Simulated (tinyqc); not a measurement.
# Inversion-layer mobility, back-scattering and ballistic limit of a field-effect transistor, step by step

A worked calculation. Computed by tinyqc, a small Python program that keeps every step. Command: `OMP_NUM_THREADS=1 python tinyqc.py 3017997 3017998 out.jsonl mos walk`. One thread of a shared host (Intel(R) Xeon(R) Processor @ 2.30GHz), about 0.01 s of CPU time with the checks. Intermediate numbers are printed to about 5 digits and carried at full precision; extremes and crossings named in words are read from the listed rows.

The charge at the top of the source barrier is fixed by the gate; series resistance and short-channel effects are left out. F_j are Fermi integrals normalised to exp(eta) in the classical limit.

Inputs (values chosen for the exercise, modelled on an InGaAs n-channel):

| quantity | value | unit |
|---|---|---|
| transport mass m | 0.046 | m_0 |
| valley degeneracy g_v | 1 | - |
| weight w of the inversion charge | 0.5 | - |
| permittivity eps | 13.9 | - |
| phonon mobility at 1 MV/cm and 300 K, mu_ph | 2900 | cm^2/(V s) |
| roughness mobility at 1 MV/cm, mu_sr | 2700 | cm^2/(V s) |
| Coulomb mobility at N_inv = 1e12/cm^2, mu_C | 2900 | cm^2/(V s) |
| electrical oxide thickness t_inv | 5.1 | nm |
| depletion charge N_dep | 1.5e+12 | 1/cm^2 |
| gate overdrive V_G - V_T | 0.25 | V |
| drain voltage V_D | 0.05 | V |
| channel length L | 8.7 | nm |
| exponent a of the critical length | 0.61 | - |
| temperature T | 400 | K |

Statistics at the top of the barrier: Fermi-Dirac.

Constants: eps_0 = 8.8541878128e-12 F/m; e = 1.602176634e-19 C; m_0 = 9.1093837015e-31 kg; k_B = 1.380649e-23 J/K; hbar = 1.054571817e-34 J s; k_B = 8.617333262e-05 eV/K.

## Charge and field

N_inv = 3.9 eps_0 (V_G - V_T)/(e t_inv); effective field E_eff = e (N_dep + w N_inv)/(eps eps_0).

inversion density N_inv = 1.0565e+12 1/cm^2

effective field E_eff = 0.26404 MV/cm

## Effective mobility

mu_phonon = mu_ph (E_eff/1 MV/cm)^(-0.3) (T/300 K)^(-1.75); mu_rough = mu_sr (E_eff/1 MV/cm)^(-2); mu_Coulomb = mu_C (N_inv/1e12 cm^-2) (T/300 K); Matthiessen's rule adds 1/mu.

phonon part = 2613.7 cm^2/(V s)

roughness part = 38728 cm^2/(V s)

Coulomb part = 4085.2 cm^2/(V s)

effective mobility mu = 1530.9 cm^2/(V s)

The phonon part is the lowest and holds 59 % of 1/mu.

## Ballistic limit

F_j(eta) = (1/Gamma(j + 1)) int_0^infinity x^j/(1 + exp(x - eta)) dx, F_0 = ln(1 + exp(eta)). Integrals over x = E/(k_B T) use 160 Gauss-Legendre points in u = sqrt(x) from 0 to sqrt(max(eta, 0) + 32). Ballistic channel: N_2D = g_v m k_B T/(pi hbar^2), U = e V_D/(k_B T); eta_F solves N_inv = (N_2D/2)[F_0(eta_F) + F_0(eta_F - U)]; v_T = sqrt(2 k_B T/(pi m)); I/W = e (N_2D/2) v_T [F_1/2(eta_F) - F_1/2(eta_F - U)]; injection velocity v_T F_1/2(eta_F)/F_0(eta_F).

N_2D = 6.6235e+11 1/cm^2

eta_F = 2.0382

thermal velocity v_T = 2.8966 1e7 cm/s

injection velocity = 3.8609 1e7 cm/s

ballistic current I/W = 259.77 microampere/micrometre

Degeneracy raises the injection velocity by a factor 1.33.

## Back-scattering

Mean free path lambda = (2 k_B T/e)(mu/v_T) F_0(eta_0)/F_-1/2(eta_0), with eta_0 from N_inv = N_2D F_0(eta_0); critical length l = L (1 + U)^(-a), an empirical rule; back-scattering r = l/(l + lambda). Then eta solves N_inv = (N_2D/2)[(1 + r) F_0(eta) + (1 - r) F_0(eta - U)] and I/W = e (N_2D/2) v_T (1 - r)[F_1/2(eta) - F_1/2(eta - U)]. Ballistic ratio: I over the ballistic current. Apparent mobility 1/(1/mu + 1/mu_B), mu_B = mu L/lambda.

eta_0 = 1.3683

mean free path lambda = 48.791 nm

critical length l = 5.0358 nm

back-scattering coefficient r = 0.093556

current I/W = 229.38 microampere/micrometre

ballistic ratio = 0.88302

apparent low-field mobility = 231.67 cm^2/(V s)

L/lambda = 0.18; at this drain voltage the first 5.04 nm can return carriers, and the ratio is 88 %.

## Channel length

The last column is the long-channel law e N_inv mu V/L with V = V_D - V_D^2/(2 V_ov) below pinch-off and V_ov/2 above, V_ov = V_G - V_T.

Currents (microampere/micrometre):

| L (nm) | r | I/W | ballistic ratio | long-channel law |
|---|---|---|---|---|
| 5 | 0.05600 | 241.42 | 0.92936 | 2332.2 |
| 10 | 0.10605 | 225.43 | 0.86778 | 1166.1 |
| 20 | 0.19177 | 198.92 | 0.76575 | 583.1 |
| 40 | 0.32182 | 160.81 | 0.61906 | 291.5 |
| 80 | 0.48694 | 115.99 | 0.44651 | 145.8 |
| 160 | 0.65495 | 74.29 | 0.28597 | 72.9 |
| 400 | 0.82595 | 35.66 | 0.13726 | 29.2 |
| 1000 | 0.92226 | 15.49 | 0.05962 | 11.7 |

The current scales as L^-0.91 at the long end and as L^-0.10 at the short end, where it reaches 93 % of the ballistic 260. The long-channel law passes the ballistic limit between 40.0 and 80.0 nm and has no meaning below. At 1000 nm the model gives 1.33 times the long-channel law; the rule for l is a fit for short devices and fails wherever the model exceeds that law. Raising mu by 10 % at 20 nm raises I by 2.2 %.

## The mobility curve

The formulas are those given above.

Mobilities (cm^2/(V s)):

| V_G - V_T (V) | N_inv (1/cm^2) | E_eff (MV/cm) | phonon | roughness | Coulomb | total |
|---|---|---|---|---|---|---|
| 0.03 | 1.2678e+11 | 0.20352 | 2826.0 | 65183 | 490 | 415.1 |
| 0.06 | 2.5356e+11 | 0.21178 | 2792.5 | 60202 | 980 | 717.0 |
| 0.12 | 5.0712e+11 | 0.22828 | 2730.3 | 51812 | 1961 | 1116.7 |
| 0.20 | 8.4521e+11 | 0.25029 | 2656.0 | 43101 | 3268 | 1417.0 |
| 0.35 | 1.4791e+12 | 0.29155 | 2537.1 | 31765 | 5719 | 1665.3 |
| 0.50 | 2.1130e+12 | 0.33281 | 2438.4 | 24377 | 8170 | 1743.6 |
| 0.75 | 3.1695e+12 | 0.40158 | 2304.8 | 16743 | 12255 | 1738.5 |
| 1.00 | 4.2260e+12 | 0.47035 | 2198.0 | 12205 | 16341 | 1672.0 |
| 1.50 | 6.3390e+12 | 0.60788 | 2035.2 | 7307 | 24511 | 1494.8 |

The lowest part is Coulomb from 0.0300 to 0.120, phonon from 0.200 to 1.50 V. The total peaks at 1744 near E_eff = 0.33 MV/cm: screening lifts it at low density and the field presses it down at high density.

Checks made by the program: long channel and small V_D against the drift formula e N mu V_D/L (relative difference 1e-04).
